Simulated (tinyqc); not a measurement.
Inside a calculation. Model: tunnelling through a two-layer gate stack, WKB transmission and Tsu-Esaki current.

Computed by the program tinyqc: `OMP_NUM_THREADS=1 python tinyqc.py 2540036 2540037 out.jsonl`, one thread of a shared Intel Xeon 2.30GHz, about 0.03 s for the whole run. Printed values are rounded.

Electrons leave the emitter at x = 0. Energies E (motion across the layers) are in eV from the emitter Fermi level; the collector Fermi level lies at -V and offers states at every E. No charge in the dielectric and no image force: F1 = V/(t1 + t2 eps1/eps2), F2 = F1 eps1/eps2; U = phi1 - F1 x in layer 1 and phi2 - F1 t1 - F2 (x - t1) in layer 2. With C = hbar^2/(2 m0), kappa = sqrt(m (U - E)/C) where U > E and 0 elsewhere; T(E) = exp(-S), S = 2 times the integral of kappa over x.

Parameters, values chosen for the exercise; layer 1 close to aluminium oxide, layer 2 close to hafnium oxide: temperature T = 350 K; Fermi energy of the emitter above its band bottom Ef = 0.12 eV; emitter mass in the supply function me = 1 m0; barrier of layer 1 above the emitter Fermi level at zero bias phi1 = 2.53 eV; tunnelling mass of layer 1 m1 = 0.4 m0; thickness of layer 1 t1 = 1.2 nm; relative permittivity of layer 1 eps1 = 9.25; barrier of layer 2 at zero bias phi2 = 1.45 eV; tunnelling mass of layer 2 m2 = 0.2 m0; thickness of layer 2 t2 = 3.3 nm; relative permittivity of layer 2 eps2 = 22.2; voltage across the dielectric V = 0.4 V; energy of the electron followed E = 0 eV; cells in each layer nc = 4; lower end of the energy grid Ea = -0.12 eV; upper end of the energy grid Eb = 0.38 eV; points of the energy grid nE = 15.

Constants: q = 1.602176634e-19 C, kB = 1.380649e-23 J/K, hbar = 1.054571817e-34 J s, m0 = 9.1093837015e-31 kg, Vt = kB T/q, hbar^2/(2 m0) = 0.0380998212 eV nm^2. Results are converted to the units shown.

## Fields and band edges

F1 = V/(t1 + t2 eps1/eps2), F2 = F1 eps1/eps2; U = phi1 - F1 x in layer 1 and phi2 - F1 t1 - F2 (x - t1) in layer 2. EOT = 3.9 (t1/eps1 + t2/eps2).

F1 = 1.553398 MV/cm
F2 = 0.6472492 MV/cm
U at the end of layer 1 = 2.343592 eV
U at the start of layer 2 = 1.263592 eV
U at the end of layer 2 = 1.05 eV
EOT = 1.085676 nm

## WKB exponent by the midpoint rule

Cut each layer into nc equal cells, take U and kappa at the cell centres, and sum S = 2 sum kappa h.

```
cell    x (nm)    U (eV)  kappa (1/nm)
0     0.150000  2.506699      5.130027
1     0.450000  2.460097      5.082117
2     0.750000  2.413495      5.033751
3     1.050000  2.366893      4.984916
4     1.612500  1.236893      2.548119
5     2.437500  1.183495      2.492509
6     3.262500  1.130097      2.435631
7     4.087500  1.076699      2.377391
```

S = 28.39701
T(E) = 4.648747e-13

## WKB exponent in closed form

Each layer adds (2/F) sqrt(m/C) [G(u at its left edge) - G(u at its right edge)] to S, with u = U - E (0 where negative) and G(u) = (2/3) u^1.5. The slope follows from 1/d = -dS/dE.

S = 28.39660
T(E) = 4.650649e-13
energy d over which T(E) grows by a factor e = 0.10495 eV

The midpoint rule gives S = 28.397, so its T(E) is 0.041 % below this value. The band edge stays above E through the whole stack: direct tunnelling through a trapezoid.

## Current density on a coarse energy grid

J = J0 times the integral of T(E) N(E) dE, N = ln[(1 + exp(-E/Vt))/(1 + exp((-E - V)/Vt))], J0 = q^2 me m0 kB T/(2 pi^2 hbar^3) (times 1e-4 for A/cm^2 per eV), by Simpson's rule on nE equally spaced points from Ea to Eb.

```
point      E (eV)          T(E)            N        T(E) N
0      -0.1200000  1.519065e-13     3.997136  6.071910e-13
1      -0.0842857  2.108855e-13     2.853875  6.018407e-13
2      -0.0485714  2.939736e-13     1.792572  5.269687e-13
3      -0.0128571  4.115624e-13    0.9288340  3.822732e-13
4       0.0228571  5.787739e-13    0.3843597  2.224574e-13
5       0.0585714  8.177379e-13    0.1340232  1.095958e-13
6       0.0942857  1.161032e-12   0.04295210  4.986877e-14
7       0.1300000  1.656914e-12   0.01334079  2.210454e-14
8       0.1657143  2.377337e-12  0.004101358  9.750310e-15
9       0.2014286  3.430326e-12  0.001256847  4.311396e-15
10      0.2371429  4.979250e-12  3.847768e-4  1.915900e-15
11      0.2728571  7.273088e-12  1.177616e-4  8.564906e-16
12      0.3085714  1.069441e-11  3.603781e-5  3.854032e-16
13      0.3442857  1.583622e-11  1.102810e-5  1.746434e-16
14      0.3800000  2.362624e-11  3.374732e-6  7.973223e-17
```

J0 = 4.880933e8 A/(cm^2 eV)
J = 3.901604e-5 A/cm^2

The integrand peaks at E = -0.120 eV among these points. A converged quadrature from -Ef to above the barrier gives 3.901e-5 A/cm^2; this grid is within 0.01 % of that.
